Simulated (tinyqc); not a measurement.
From results back to parameters: eight-band Kane k.p model. Three cases, with inputs chosen for the exercise.

Problem. In the Kane model 1/m = A_r + Ep (Eg + 2 Dso/3)/(Eg (Eg + Dso)) and the Roth formula gives g* = 2 - 2 Ep Dso/(3 Eg (Eg + Dso)). The mass and the g factor below were computed from hidden Ep and Dso.

Case 1.

Values chosen (out of a larger set: near those of InSb; not measured data): Eg = 0.224 eV (gap at Gamma to the s-like level); A_r = 1 (remote-band term in 1/m).

m = 0.0132990 m0
g* = -49.61290

Case 2.

Values chosen (out of a larger set: near those of CdTe; not measured data): Eg = 1.609 eV (gap at Gamma to the s-like level); A_r = 0 (remote-band term in 1/m).

m = 0.0977470 m0
g* = -0.78326

Case 3.

Values chosen (out of a larger set: near those of InSb; not measured data): Eg = 0.236 eV (gap at Gamma to the s-like level); A_r = 1 (remote-band term in 1/m).

m = 0.0135366 m0
g* = -48.86247

Find: X; Y; Ep; Dso.

Solution. Let X = 1/m - A_r and Y = (2 - g*)/2. Then X + Y = Ep/Eg and X - 2 Y = Ep/(Eg + Dso).

Case 1.

X = 74.194
Y = 25.806
Ep = 22.40 eV
Dso = 0.768 eV

Case 2.

X = 10.230
Y = 1.392
Ep = 18.70 eV
Dso = 0.902 eV

Case 3.

X = 72.874
Y = 25.431
Ep = 23.20 eV
Dso = 0.818 eV

Computed by tinyqc, one run a case: `OMP_NUM_THREADS=1 python tinyqc.py N N+1 out.jsonl` with N = 1080521, 1080538, 1080544; one thread of a shared Intel(R) Xeon(R) Processor @ 2.30GHz, about 0.01 s a run at most.
